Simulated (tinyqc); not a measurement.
# On-chip interconnect, size-dependent resistivity and RC delay: what changes with what

A rectangular line between two neighbours and two ground planes. Surface and grain-boundary scattering are added to the bulk resistivity as corrections; capacitances are parallel-plate values without fringing; inductance is ignored.

Parameters, values chosen for the exercise; metal values close to those of aluminium: bulk resistivity rho0 = 2.65 uohm cm; bulk mean free path lam = 18.8 nm; specular share of surface scattering ps = 0; reflection coefficient of grain boundaries Rg = 0.29; grain size over the metal width gr = 0.7; drawn line width wd = 27 nm; aspect ratio, height over width AR = 2.5; liner on both walls and the bottom, not conducting tl = 2.5 nm; space to the neighbouring lines sp = 54 nm; dielectric height to the planes above and below hd = 41 nm; relative permittivity of the dielectric ek = 4.2; Miller factor of the neighbours Mf = 0; line length Lw = 14 um; driver resistance Rd = 780 ohm; load capacitance Cl = 3.8 fF; bulk resistivity of the second metal (close to copper) rho2 = 1.7 uohm cm; mean free path of the second metal lam2 = 40.1 nm; liner of the second metal tl2 = 1.5 nm.

Constants: eps0 = 8.8541878128e-12 F/m. Results are converted to the units shown.

Each table varies one quantity; the others keep the values above.

## Delay against the reflection coefficient of grain boundaries

Metal width x = wd - 2 tl, height y = AR wd - tl; grain boundaries (Mayadas-Shatzkes): al = (lam/(gr x)) Rg/(1 - Rg), g = 1/[1 - 3 al/2 + 3 al^2 - 3 al^3 ln(1 + 1/al)] - 1; surfaces (Fuchs-Sondheimer, thick limit): s = (3/8) lam (1 - ps)(1/x + 1/y); rho = rho0 (1 + g + s); r = rho/(x y); c = eps0 ek (2 wd/hd + 2 Mf AR wd/sp). Elmore delay tE = Rd (c Lw + Cl) + r Lw (c Lw/2 + Cl); t50 is the time at which the far end of a ladder of 30 pi sections (half capacitances at both ends, Cl at the far end, a step applied through Rd) reaches half the step; line share r Lw/(Rd + r Lw); estimate 0.69 Rd (c Lw + Cl) + 0.38 r c Lw^2 + 0.69 r Lw Cl.

The same in every row: c (fF/um) = 0.04898.

Result of one run:

| Rg | rho (uohm cm) | r (ohm/um) | tE (ps) | t50 (ps) | estimate (ps) | line share of the resistance (%) |
|---|---|---|---|---|---|---|
| 0.25 | 5.306 | 37.10 | 5.651 | 3.955 | 3.912 | 39.97 |

What becomes of these results when the reflection coefficient of grain boundaries Rg is changed from 0.25 to 0.15, all else the same?

Result of the changed run:

| Rg | rho (uohm cm) | r (ohm/um) | tE (ps) | t50 (ps) | estimate (ps) | line share of the resistance (%) |
|---|---|---|---|---|---|---|
| 0.15 | 4.604 | 32.20 | 5.366 | 3.754 | 3.714 | 36.63 |

The whole series:

| Rg | rho (uohm cm) | r (ohm/um) | tE (ps) | t50 (ps) | estimate (ps) | line share of the resistance (%) |
|---|---|---|---|---|---|---|
| 0.05 | 4.037 | 28.23 | 5.136 | 3.591 | 3.553 | 33.63 |
| 0.15 | 4.604 | 32.20 | 5.366 | 3.754 | 3.714 | 36.63 |
| 0.25 | 5.306 | 37.10 | 5.651 | 3.955 | 3.912 | 39.97 |
| 0.35 | 6.211 | 43.43 | 6.018 | 4.215 | 4.167 | 43.81 |
| 0.45 | 7.434 | 51.98 | 6.514 | 4.565 | 4.512 | 48.27 |
| 0.55 | 9.190 | 64.27 | 7.226 | 5.068 | 5.008 | 53.56 |
| 0.65 | 11.94 | 83.51 | 8.342 | 5.855 | 5.784 | 59.98 |
| 0.75 | 16.88 | 118.1 | 10.35 | 7.265 | 7.178 | 67.94 |

As Rg goes from 0.05 to 0.75, r rises from 28.2 to 118 ohm/um, c stays at 0.0490 fF/um and t50 rises from 3.59 to 7.26 ps. t50/tE lies between 0.699 and 0.702, and the estimate is within 1.2 % of t50.

## Two metals against line width

Metal width x = wd - 2 tl, height y = AR wd - tl; grain boundaries (Mayadas-Shatzkes): al = (lam/(gr x)) Rg/(1 - Rg), g = 1/[1 - 3 al/2 + 3 al^2 - 3 al^3 ln(1 + 1/al)] - 1; surfaces (Fuchs-Sondheimer, thick limit): s = (3/8) lam (1 - ps)(1/x + 1/y); rho = rho0 (1 + g + s); r = rho/(x y). The second metal has rho2, lam2 and tl2 in place of rho0, lam and tl; ps, Rg, gr and AR are shared.

Two metals against line width:

| wd (nm) | rho, first (uohm cm) | rho, second (uohm cm) | r, first (ohm/um) | r, second (ohm/um) | ratio second/first |
|---|---|---|---|---|---|
| 8 | 23.02 | 18.90 | 4385 | 2044 | 0.4661 |
| 10 | 15.11 | 14.11 | 1343 | 858.0 | 0.6388 |
| 13 | 10.58 | 10.48 | 440.9 | 338.0 | 0.7665 |
| 17 | 8.018 | 8.025 | 167.0 | 139.8 | 0.8369 |
| 22 | 6.485 | 6.395 | 72.67 | 62.91 | 0.8658 |
| 30 | 5.290 | 5.031 | 29.19 | 25.35 | 0.8686 |
| 45 | 4.321 | 3.862 | 9.822 | 8.285 | 0.8435 |
| 70 | 3.690 | 3.069 | 3.291 | 2.640 | 0.8021 |
| 120 | 3.244 | 2.492 | 0.9482 | 0.7135 | 0.7525 |

Read the table: what changes, and by how much?

The resistivity of the first metal falls from 23.0 to 3.24 uohm cm and that of the second goes from 18.9 to 2.49 uohm cm as the line widens. The products rho0 lam, which set the size effect, are 49.8 and 68.2 uohm cm nm. The second metal has the lower resistance in every row. For widths well under the mean free path the thick-limit surface term is only a guide.

Program tinyqc, `OMP_NUM_THREADS=1 python tinyqc.py 2100058 2100059 out.jsonl`; Intel Xeon 2.30GHz, shared host, one thread, about 0.01 s.
